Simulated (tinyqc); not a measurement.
# n-type polysilicon, carrier trapping at grain boundaries: effect of the trap density of a grain boundary

One-dimensional grains of size Lg, uniform ionised doping N, monovalent traps Qt at each boundary at a depth Et below (for electrons) or above (for holes) the band edge there, abrupt depletion of width W on each side of a boundary, Boltzmann statistics. xi is the distance from the band edge at the grain centre to the Fermi level. Trapped charge Qt/(1 + exp((xi + VB - Et)/Vt)) = 2 N W, barrier VB = q N W^2/(2 eps0 eps_r).

If the trap equation with xi = Vt ln(NB/N) has a root W < Lg/2, the grain is partly depleted; otherwise W = Lg/2 and the trap equation gives xi = Et - VB + Vt ln(Qt/(N Lg) - 1). N* = Qt/Lg. n0 = NB exp(-xi/Vt); mean density n0 (1 - 2 W/Lg) by charge balance in a partly depleted grain, and n0 (sqrt(pi)/2) erf(u)/u with u = sqrt(VB/Vt) in a fully depleted one; v = sqrt(kB T/(2 pi ms m0)); barrier resistivity Vt exp(VB/Vt)/(q fe n0 v Lg); grain resistivity (1 - 2 W/Lg)/(q n0 mug); effective mobility 1/(q mean density total resistivity). Rows with xi above 0.45 V, towards mid-gap, are left out, since the other carrier type is ignored.

Values chosen for this exercise; values of the order met in polycrystalline silicon:

| symbol | value | unit | meaning |
|---|---|---|---|
| T | 350 | K | temperature |
| eps_r | 11.7 |  | relative permittivity |
| NB | 3.53e19 | cm^-3 | conduction-band density of states at T |
| Lg | 46 | nm | grain size |
| Et | 0.45 | eV | depth of the trap level from the majority band edge at the boundary |
| ms | 0.34 | m0 | mass for thermionic emission |
| fe | 0.5 |  | correction factor of the emission rate |
| mug | 47 | cm^2/(V s) | mobility inside the grains |
| N | 4.8e17 | cm^-3 | doping |

Constants: q = 1.602176634e-19 C, kB = 1.380649e-23 J/K, m0 = 9.1093837015e-31 kg, Vt = kB T/q, eps0 = 8.8541878128e-14 F/cm where lengths are in cm. Results are converted to the units shown.

Results:
columns A: Qt (cm^-2); B: N/N*; C: depleted share 2 W/Lg; D: VB (V); E: xi (V); F: mean density (cm^-3); G: resistivity (ohm cm); H: effective mobility (cm^2/(V s))
```
A             B         C          D        E          F        G       H
2e11     11.040  0.090577  0.0016110  0.12963  4.3652e17  0.28770  49.699
3.4e11   6.4941   0.15398  0.0046556  0.12963  4.0609e17  0.27399  56.096
5.7e11   3.8737   0.25814   0.013085  0.12963  3.5609e17  0.25805  67.924
9.7e11   2.2763   0.43927   0.037889  0.12963  2.6915e17  0.27531  84.231
2.8e12  0.78857    1.0000    0.19636  0.21394  1.0180e16   376.50  1.6285
4.7e12  0.46979    1.0000    0.19636  0.25729  2.4183e15   1584.9  1.6285
8e12    0.27600    1.0000    0.19636  0.28273  1.0405e15   3683.6  1.6285
```

Estimate the missing row, Qt = 1.6e12 cm^-2.

Computed row:
columns A: Qt (cm^-2); B: N/N*; C: depleted share 2 W/Lg; D: VB (V); E: xi (V); F: mean density (cm^-3); G: resistivity (ohm cm); H: effective mobility (cm^2/(V s))
```
A            B        C        D        E          F       G       H
1.6e12  1.3800  0.72410  0.10295  0.12963  1.3243e17  1.1156  42.247
```

With this row back in the table: As Qt goes from 2e11 to 8e12, VB rises from 0.00161 to 0.196 V, the resistivity goes from 0.288 through a minimum of 0.258 (at Qt = 5.7e11 among the rows listed) to 3680 ohm cm and the effective mobility goes from 49.7 through a maximum of 84.2 (at Qt = 9.7e11 among the rows listed) to 1.63 cm^2/(V s). For Qt = 2e11, 3.4e11, 5.7e11 VB is below Vt, where abrupt depletion and thermionic emission are rough. For Qt = 1.6e12 the grain is near the changeover between partial and full depletion, within a few Debye lengths, where both limits are rough. For Qt = 2e11, 3.4e11, 5.7e11, 9.7e11 the effective mobility exceeds mug, since drift through the depleted part of the grain is left out.

Numbers from tinyqc (`OMP_NUM_THREADS=1 python tinyqc.py 2830213 2830214 out.jsonl`; about 0.01 s on one thread of a shared Intel Xeon 2.30GHz).
